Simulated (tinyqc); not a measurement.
Worked calculation: one-electron ion in a basis of Gaussians. Computed by tinyqc, a small Python program that keeps every step. Settings: Z = 3, l = 2. Command: `OMP_NUM_THREADS=1 python tinyqc.py 20980 20981 out.jsonl` (the two numbers bound the seeds that draw the settings). One thread of a shared host (Intel(R) Xeon(R) Processor @ 2.60GHz), about 0.01 s of CPU time with the checks.

## Matrices over normalised Gaussians

exponents of r^l exp(-a r^2) (1/bohr^2): 0.016740  0.045320

Z = 3

l = 2

With p = a_i + a_j and I(k) = Gamma((k+1)/2) / (2 p^((k+1)/2)): S = I(2l+2), T = (2l+3) a_i a_j S / p, V = -Z I(2l+1), each divided by sqrt(S_ii S_jj).

S:
```
          1         2
1  1.000000  0.658936
2  0.658936  1.000000
```

T (hartree):
```
          1         2
1  0.058590  0.056386
2  0.056386  0.158620
```

V (hartree):
```
           1          2
1  -0.330345  -0.296363
2  -0.296363  -0.543544
```

## Generalised eigenproblem

H = T + V (hartree):
```
           1          2
1  -0.271755  -0.239977
2  -0.239977  -0.384924
```

Solve H C = S C e through S^(-1/2); each column has its largest component positive (the first on a tie).

eigenvalues of S: 0.341064  1.658936

eigenvalues (hartree): -0.386864  -0.214795

coefficients:
```
           1          2
1  -0.141146   1.321921
2   1.087354  -0.764892
```

For Z = 3 and l = 2 the exact lowest level is -Z^2/(2 n^2) with n = l + 1: -0.500000 hartree.
